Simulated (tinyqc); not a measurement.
Donor in an ellipsoidal valley (Kohn-Luttinger variational method): one step, computed by the program tinyqc.

H = -(d^2/dx^2 + d^2/dy^2) - gamma d^2/dz^2 - 2/r in units built on m_t, with gamma = m_t/m_l and z along the valley axis. One valley; no valley-orbit or central-cell term.

Task: Energy at a trial ratio. Trial function exp(-sqrt((x^2 + y^2)/a^2 + z^2/b^2)) with beta = b/a < 1: E = t/a^2 - u/a, t = (2 + gamma/beta^2)/3, u = 2 arcsin(sqrt(1 - beta^2))/sqrt(1 - beta^2); the best a is 2 t/u and E(beta) = -u^2/(4 t).

Inputs (values chosen for the exercise, for a model semiconductor): trial ratio b/a = 0.51.

gamma = 0.6818182

Give: t; u; best a; E(beta).

Result:

t = 1.540

u = 2.408

best a = 1.279 a*

E(beta) = -0.9410 Ry*
